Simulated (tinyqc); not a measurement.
# Undoped symmetric double-gate MOSFET, analytic potential model: several studies

An undoped body of thickness ts between two equal insulators and tied gates; long channel, electrons only, n = ni exp((psi - V)/Vt) with V the quasi-Fermi potential (0 at the source, Vd at the drain), constant mobility, no quantisation. Across the body psi(x) = V - 2 Vt ln[(ts/(2 beta)) sqrt(q ni/(2 eps0 eps_r Vt)) cos(2 beta x/ts)], x from the centre. Q is the electron charge per area of the whole body.

Parameters, values chosen for the exercise; material values close to those of silicon:

| symbol | value | unit | meaning |
|---|---|---|---|
| T | 293 | K | temperature |
| Eg | 1.11 | eV | band gap |
| eps_r | 11.5 |  | relative permittivity of the semiconductor |
| Nc | 2.68e19 | cm^-3 | conduction-band density of states at T |
| Nv | 2.6e19 | cm^-3 | valence-band density of states at T |
| eox | 9.41 |  | relative permittivity of the gate insulator |
| tox | 2.8 | nm | insulator thickness |
| ts | 12 | nm | body thickness |
| dphi | 0.08 | V | gate work function less that of the intrinsic body |
| mu | 210 | cm^2/(V s) | channel mobility |
| L | 0.1 | um | gate length |
| Vd | 0.8 | V | drain voltage |

Constants: q = 1.602176634e-19 C, kB = 1.380649e-23 J/K, Vt = kB T/q, eps0 = 8.8541878128e-14 F/cm where lengths are in cm. Results are converted to the units shown.

Each table varies one quantity; the others keep the values above.

## Transfer curve and volume inversion

ni = sqrt(Nc Nv) exp(-Eg/(2 Vt)), Eg in volts; r = eps_r tox/(eox ts); V0 = dphi + 2 Vt ln[(2/ts) sqrt(2 eps0 eps_r Vt/(q ni))]. beta (between 0 and pi/2) solves (Vg - V0 - V)/(2 Vt) = ln(beta) - ln(cos beta) + 2 r beta tan(beta). Q = 8 eps0 eps_r Vt beta tan(beta)/ts; I = mu (1/L)(4 eps0 eps_r/ts)(2 Vt)^2 [g(beta_s) - g(beta_d)] per width, g = beta tan(beta) - beta^2/2 + r beta^2 tan^2(beta), with beta_s at V = 0 and beta_d at V = Vd. The drop is psi(surface) - psi(centre) at the source end; C = dQs/dVg, Cg = 2 eps0 eox/tox; gm = dI/dVg.

Transfer curve and volume inversion:
```
Vg (V),Qs (nC/cm^2),drop (mV),C/Cg,I (uA/um),gm/I (1/V)
0.25,0.001211,1.784e-4,8.060e-6,6.422e-5,39.61
0.36,0.09437,0.01390,6.274e-4,0.005006,39.59
0.47,6.856,1.003,0.04256,0.3766,38.23
0.59,165.6,20.96,0.4319,15.84,21.95
0.7,533.7,51.56,0.6640,93.71,11.96
0.81,1010,75.84,0.7783,270.6,7.838
0.92,1541,94.01,0.8398,564.5,5.734
1.04,2156,109.2,0.8790,1030,4.397
1.15,2740,120.4,0.9019,1595,3.607
```

What does the table show?

The current rises from 6.42e-5 to 1600 uA/um. In the first row gm/I is 39.6 1/V, within 0.01 % of 1/Vt: with no depletion charge the whole body follows the gate, and the swing is ideal. The drop between surface and centre goes from 1.8e-4 to 120 mV and passes Vt at Vg = 0.7 V among the rows; below that the density varies across the body by less than a factor of e (volume inversion). C reaches 0.90 of Cg in the last row. For Vg = 0.7 to 1.15 V the surface density at the source passes 0.3 Nc, where Boltzmann statistics fail. For Vg = 0.7 to 1.15 V mu V/L, with V the smaller of Vd and Vg - V0, passes 3e6 cm/s, so velocity saturation would lower the current.

## Output curve

Same model as above.

In this table Vg = 0.85 V.

Output curve:
```
Vd (V),Qd (nC/cm^2),Qd/Qs,I (uA/um)
0.06,918.19,0.76614,133.19
0.11,698.04,0.58245,217.92
0.16,494.62,0.41272,280.36
0.22,281.51,0.23489,328.84
0.27,140.80,0.11749,350.66
0.32,48.198,0.040217,360.09
0.38,6.8556,0.0057203,362.91
0.43,1.0063,8.3963e-4,363.23
0.48,0.14017,1.1696e-4,363.27
```

Read the table: what changes, and by how much?

The current rises from 133 to 363 uA/um, while the charge at the drain end falls from 0.77 to 1.2e-4 of that at the source. The current first comes within 1 % of its last value at Vd = 0.32 V among the rows. Over the last rows Qd falls by a factor of e for each Vt of drain voltage: the drain end is in weak inversion. In every row the surface density at the source passes 0.3 Nc, where Boltzmann statistics fail. For Vd = 0.16 to 0.48 V mu V/L, with V the smaller of Vd and Vg - V0, passes 3e6 cm/s, so velocity saturation would lower the current.

## Effect of the body thickness

Q = 8 eps0 eps_r Vt beta tan(beta)/ts; I = mu (1/L)(4 eps0 eps_r/ts)(2 Vt)^2 [g(beta_s) - g(beta_d)] per width, g = beta tan(beta) - beta^2/2 + r beta^2 tan^2(beta), with beta_s at V = 0 and beta_d at V = Vd.  I(low) is taken at Vg = 0.3 V, Qs and I(high) at Vg = 1.05 V.

Results:
```
ts (nm),V0 (V),I(low) (nA/um),Qs(high) (nC/cm^2),I(high) (uA/um)
4,0.60493,0.15509,2199.1,1041.8
5.6,0.58794,0.21712,2203.9,1055.2
7.8,0.57121,0.30242,2206.8,1065.6
11,0.55385,0.42648,2208.5,1073.9
21,0.52119,0.81413,2209.9,1084.2
30,0.50318,1.1630,2210.2,1087.8
```

Estimate the missing row, ts = 15 nm.

Computed row:
```
ts (nm),V0 (V),I(low) (nA/um),Qs(high) (nC/cm^2),I(high) (uA/um)
15,0.53819,0.58155,2209.3,1079.6
```

With this row back in the table: As ts goes from 4 to 30 nm, I(low) rises from 0.155 to 1.16 nA/um and I(high) rises from 1040 to 1090 uA/um. On average I(low) goes as ts^(1.00) and I(high) goes as ts^(0.02). Below threshold the charge is proportional to the cross-section of the body; above it the insulator sets the charge. In every row the surface density at the source at the higher gate voltage passes 0.3 Nc, where Boltzmann statistics fail. In every row mu V/L at the higher gate voltage, with V the smaller of Vd and Vg - V0, passes 3e6 cm/s, so velocity saturation would lower the current. At ts = 30 nm L is under three scale lengths of this cross-section, so short-channel effects, left out here, would raise the subthreshold current. For ts = 4 to 5.6 nm the body is thin enough for quantum confinement, left out here, to raise the threshold.

Program tinyqc, `OMP_NUM_THREADS=1 python tinyqc.py 2440065 2440066 out.jsonl`; Intel Xeon 2.30GHz, shared host, one thread, about 0.01 s.
